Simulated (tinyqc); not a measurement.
Length of a molecular wire: coherent transport through a tight-binding bridge. Computed by the program tinyqc. T = Gamma_L Gamma_R |G_1n|^2 with the self-energies of semi-infinite chains.

A uniform bridge between two chains:

| parameter | value |
|---|---|
| site energy (eV) | 0.930000 |
| hopping in the bridge (eV) | 0.490000 |
| lead hopping (eV) | 2.150000 |
| couplings (eV) | 0.43, 0.37 |
| E (eV) | -0.150000 |

Transmission against length:

| sites | T | ln T |
|---|---|---|
| 2 | 6.0826e-03 | -5.102 |
| 3 | 2.2826e-03 | -6.082 |
| 4 | 9.0115e-04 | -7.012 |
| 5 | 3.6292e-04 | -7.921 |
| 6 | 1.4733e-04 | -8.823 |
| 8 | 2.4473e-05 | -10.618 |
| 9 | 9.9860e-06 | -11.514 |
| 10 | 4.0757e-06 | -12.410 |

Estimate the missing row, sites = 7.

Computed row:
```
sites           T    ln T
7      6.0007e-05  -9.721
```

E lies outside the band of the bridge (|E - e|/2h = 1.102 > 1), so T decays as exp(-beta n) with beta = 2 arccosh(1.102) = 0.8960 a site; the last two rows give 0.8961.
